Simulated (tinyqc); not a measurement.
# Resistance of a source-drain extension with a graded tip: two studies

y runs along the channel, the gate covers y > 0. The doping is N0 for y < y0 and N0 10^(-(y - y0)/la) beyond, uniform over the depth xj. Sheet conductance s(y) = q mu(N) max(N - Nch, 0) xj + (for y > 0) ma Cox Vo, with mu(N) = u0 + (u1 - u0)/(1 + (N/Nr)^au) and Cox = eps0 eox/tox. Current is taken as one-dimensional; depletion of the tip, spreading and the contact are left out. The metallurgical junction lies at yj, where N = Nch.

Values chosen for this exercise; mobility law close to that of electrons in silicon: relative permittivity of the gate insulator (close to silicon dioxide) eox = 3.9; insulator thickness tox = 3.9 nm; active doping of the extension far from the gate N0 = 1.4e20 cm^-3; lateral abruptness la = 1.9 nm/decade; position under the gate where the fall begins (gate edge at 0) y0 = 4.2 nm; depth of the extension xj = 21 nm; channel doping Nch = 1.5e18 cm^-3; spacer length Ls = 13 nm; gate overdrive Vo = 0.87 V; mobility of the gate-induced layer ma = 89 cm^2/(V s); mobility at low doping u1 = 1414 cm^2/(V s); mobility at high doping u0 = 68.5 cm^2/(V s); reference doping Nr = 9.2e16 cm^-3; exponent au = 0.711; gate length Lg = 60 nm.

Constants: q = 1.602176634e-19 C, eps0 = 8.8541878128e-14 F/cm where lengths are in cm. Results are converted to the units shown.

Each table varies one quantity; the others keep the values above.

## Abruptness at a fixed junction position

R_spacer = integral of dy/s from -Ls to 0, R_ov from 0 to yj, R_channel = (Lg - 2 yj)/(ma Cox Vo), R_total = 2 R_spacer + 2 R_ov + R_channel. Electrical length L_eff = ma Cox dR_total/d(1/Vo); R_series = R_total - L_eff/(ma Cox Vo). y0 is moved with la so that yj stays at 7.9431 nm.

The same in every row: yj (nm) = 7.943; R_channel (ohm um) = 643.5.

Result of one run:

| la (nm/decade) | R_spacer (ohm um) | R_ov (ohm um) | R_total (ohm um) | L_eff (nm) | R_series (ohm um) |
|---|---|---|---|---|---|
| 4.6 | 3.780 | 28.25 | 707.5 | 45.85 | 38.80 |

What becomes of these results when the lateral abruptness la is changed from 4.6 to 8.1 nm/decade, all else the same?

Result of the changed run:

| la (nm/decade) | R_spacer (ohm um) | R_ov (ohm um) | R_total (ohm um) | L_eff (nm) | R_series (ohm um) |
|---|---|---|---|---|---|
| 8.1 | 9.027 | 43.44 | 748.4 | 47.09 | 61.51 |

The whole series:

| la (nm/decade) | R_spacer (ohm um) | R_ov (ohm um) | R_total (ohm um) | L_eff (nm) | R_series (ohm um) |
|---|---|---|---|---|---|
| 1 | 3.680 | 7.888 | 666.6 | 44.49 | 17.58 |
| 2.2 | 3.680 | 14.71 | 680.2 | 44.95 | 24.65 |
| 3.4 | 3.680 | 21.53 | 693.9 | 45.40 | 31.72 |
| 4.6 | 3.780 | 28.25 | 707.5 | 45.85 | 38.80 |
| 5.7 | 4.579 | 33.76 | 720.1 | 46.25 | 45.49 |
| 6.9 | 6.366 | 38.96 | 734.1 | 46.68 | 53.20 |
| 8.1 | 9.027 | 43.44 | 748.4 | 47.09 | 61.51 |
| 9.3 | 12.45 | 47.35 | 763.1 | 47.48 | 70.49 |

As la goes from 1 to 9.3 nm/decade, R_total rises from 667 to 763 ohm um, R_spacer rises from 3.68 to 12.5 ohm um and R_ov rises from 7.89 to 47.3 ohm um. R_total changes on average by 11.6 ohm um for each nm/decade. L_eff exceeds the metallurgical length by 0.381 nm in the first row and 3.37 nm in the last, since the gate also controls the lightly doped tips.

## Effect of the active doping of the extension far from the gate

Same model as above.

Effect of the active doping of the extension far from the gate:

| N0 (cm^-3) | yj (nm) | R_spacer (ohm um) | R_ov (ohm um) | R_channel (ohm um) | R_total (ohm um) | L_eff (nm) | R_series (ohm um) |
|---|---|---|---|---|---|---|---|
| 2e19 | 6.337 | 21.49 | 16.89 | 690.3 | 767.1 | 48.12 | 65.19 |
| 3.1e19 | 6.699 | 14.61 | 15.49 | 679.7 | 740.0 | 47.36 | 49.21 |
| 4.7e19 | 7.042 | 10.08 | 14.50 | 669.7 | 718.9 | 46.65 | 38.43 |
| 7.2e19 | 7.394 | 6.835 | 13.76 | 659.5 | 700.6 | 45.94 | 30.61 |
| 1.1e20 | 7.744 | 4.615 | 13.23 | 649.3 | 684.9 | 45.23 | 25.18 |
| 1.7e20 | 8.103 | 3.063 | 12.85 | 638.8 | 670.6 | 44.51 | 21.35 |
| 2.6e20 | 8.454 | 2.041 | 12.60 | 628.6 | 657.8 | 43.81 | 18.82 |
| 4e20 | 8.809 | 1.347 | 12.42 | 618.2 | 645.7 | 43.10 | 17.09 |

What does the table show?

As N0 goes from 2e19 to 4e20, R_total falls from 767 to 646 ohm um, L_eff falls from 48.1 to 43.1 nm and R_series falls from 65.2 to 17.1 ohm um.

tinyqc, about 0.05 s, one thread, Intel Xeon 2.30GHz (shared host): `OMP_NUM_THREADS=1 python tinyqc.py 2282022 2282023 out.jsonl`
